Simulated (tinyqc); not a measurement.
What each form factor does: empirical-pseudopotential levels.

Empirical pseudopotential on the fcc lattice, atoms at +/- tau, tau = a (1,1,1)/8, no spin-orbit coupling. H(G,G') = c (2 pi/a)^2 |k + G|^2 delta + VS(q) cos(q.tau) + i VA(q) sin(q.tau), q = G - G', c = hbar^2/2m0; k and G in units of 2 pi/a; VS at |q|^2 = 3, 8, 11 and VA at 3, 4, 11, in rydberg, zero elsewhere. The basis is fixed: all 65 G with |G|^2 up to Gcut. Energies are counted from the fourth level at Gamma.

Constants: hbar^2/2m0 = 3.80998211 eV angstrom^2; Ry = 13.60569312 eV.

Parameters, chosen for this exercise (near those of Si; shifted at random, so the results belong to these values and not to a real crystal):
- a = 5.415 angstrom (lattice constant)
- VS3 = -0.21 Ry
- VS8 = 0.041 Ry
- VS11 = 0.082 Ry
- VA3 = 0 Ry
- VA4 = 0 Ry
- VA11 = 0 Ry
- Gcut = 16 (2 pi/a)^2 (largest |G|^2 of the fixed basis)

Lowest empty singlet and triplet at Gamma and the valence width there (fixed basis); lowest empty level at X = (1,0,0) and L = (1/2,1/2,1/2) from the valence top, these levels and that top with all |k + G|^2 up to 21. Singlet and triplet count orbital degeneracy. VS3 is VS at |q|^2 = 3, and so on. The row for a keeps the form factors fixed, so it is no model of a real expansion, which changes them too.

One parameter was then changed.

Results before and after:
```
case     singlet (eV)  triplet (eV)  X (eV)  L (eV)  width (eV)
base            4.082         3.385   0.955   1.942      12.790
changed         4.097         3.409   1.086   2.014      12.483
```

Which of these changes was made? (a) VS3 = -0.22 Ry; (b) VS11 = 0.072 Ry; (c) VA4 = 0.03 Ry; (d) a = 5.469 angstrom; (e) VA3 = 0.03 Ry; (f) VA11 = 0.03 Ry; (g) VS8 = 0.031 Ry.

Answer: (d) a = 5.469 angstrom. Of the candidates, run in turn, only this one gives the changed row.

All candidates:
```
case                singlet (eV)  triplet (eV)  X (eV)  L (eV)  width (eV)
base                       4.082         3.385   0.955   1.942      12.790
a = 5.469 angstrom         4.097         3.409   1.086   2.014      12.483
VS3 = -0.22 Ry             4.021         3.529   1.198   2.039      12.735
VS8 = 0.031 Ry             3.593         3.444   0.866   1.708      12.861
VS11 = 0.072 Ry            3.579         3.162   0.692   1.619      12.955
VA3 = 0.03 Ry              4.116         3.406   0.693   1.935      12.792
VA4 = 0.03 Ry              3.934         3.467   0.504   1.983      12.779
VA11 = 0.03 Ry             3.937         3.346   0.674   1.884      12.805
```

In a diamond crystal a small VA enters the levels at Gamma and L only in second order, by symmetry, but splits the degenerate pair at X in first order.

Computed by tinyqc, a small Python program: `OMP_NUM_THREADS=1 python tinyqc.py 1051397 1051398 out.jsonl` (the numbers bound the seed that draws the inputs); one thread of a shared host (Intel(R) Xeon(R) Processor @ 2.30GHz), about 0.4 s for the whole set of steps.
